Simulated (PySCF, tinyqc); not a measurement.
RHF in the sto-6g basis, for H4, spin multiplicity 1, step by step. The lowest restricted solution is unstable here: a spin-polarised one lies 0.1029 hartree lower (PySCF). One step of it, computed by the program tinyqc.

Problem. Iteration 1: building the Fock matrix. J_ij = sum D_kl (ij|kl), K_ij = sum D_kl (ik|jl); F = H + J - 0.5 K; E = tr D H + tr D J / 2 - 0.25 tr D K + E_nn.

D at the start, lower triangle:
```
          1H 1s     2H 1s     3H 1s     4H 1s
1H 1s  0.978913
2H 1s  0.082497  0.969413
3H 1s  0.004613  0.069400  0.969413
4H 1s  0.000859  0.004613  0.082497  0.978913
```

core Hamiltonian H = T + V (hartree), lower triangle:
```
           1H 1s      2H 1s      3H 1s      4H 1s
1H 1s  -1.082954
2H 1s  -0.401084  -1.255710
3H 1s  -0.018436  -0.236157  -1.255710
4H 1s  -0.000909  -0.018436  -0.401084  -1.082954
```

Two-electron integrals (ij|kl) in chemists' order, unique and non-zero (hartree):
```
(11|11) 0.774999   (21|11) 0.134493   (21|21) 0.035925   (22|11) 0.343133
(22|21) 0.134493   (22|22) 0.774999   (31|11) 0.003499   (31|21) 0.001074
(31|22) 0.004997   (31|31) 0.000043   (32|11) 0.031883   (32|21) 0.011669
(32|22) 0.069036   (32|31) 0.000622   (32|32) 0.010773   (33|11) 0.155729
(33|21) 0.051308   (33|22) 0.279256   (33|31) 0.003499   (33|32) 0.069036
(33|33) 0.774999   (41|11) 0.000115   (41|21) 0.000038   (41|22) 0.000189
(41|31) 1.76e-06   (41|32) 0.000028   (41|33) 0.000189   (41|41) 7.95e-08
(42|11) 0.001821   (42|21) 0.000626   (42|22) 0.003499   (42|31) 0.000035
(42|32) 0.000622   (42|33) 0.004997   (42|41) 1.76e-06   (42|42) 0.000043
(43|11) 0.032325   (43|21) 0.010102   (43|22) 0.051308   (43|31) 0.000626
(43|32) 0.011669   (43|33) 0.134493   (43|41) 0.000038   (43|42) 0.001074
(43|43) 0.035925   (44|11) 0.107753   (44|21) 0.032325   (44|22) 0.155729
(44|31) 0.001821   (44|32) 0.031883   (44|33) 0.343133   (44|41) 0.000115
(44|42) 0.003499   (44|43) 0.134493   (44|44) 0.774999
```

nuclear repulsion = 1.39945521 hartree

Give: Coulomb J; exchange K; Fock matrix F; total energy of this density.

Solution.

Coulomb J (hartree), lower triangle:
```
        1H 1s   2H 1s   3H 1s   4H 1s
1H 1s  1.3797
2H 1s  0.3526  1.5507
3H 1s  0.0138  0.2016  1.5507
4H 1s  0.0006  0.0138  0.3526  1.3797
```

exchange K (hartree), lower triangle:
```
        1H 1s   2H 1s   3H 1s   4H 1s
1H 1s  0.8159
2H 1s  0.2952  0.8290
3H 1s  0.0253  0.1593  0.8290
4H 1s  0.0028  0.0253  0.2952  0.8159
```

Fock matrix F (hartree), lower triangle:
```
         1H 1s    2H 1s    3H 1s    4H 1s
1H 1s  -0.1112
2H 1s  -0.1961  -0.1195
3H 1s  -0.0173  -0.1142  -0.1195
4H 1s  -0.0017  -0.0173  -0.1961  -0.1112
```

total energy of this density = -1.225820 hartree

This density is the starting one; it is not idempotent, so its energy is not variational and may lie below the converged one.
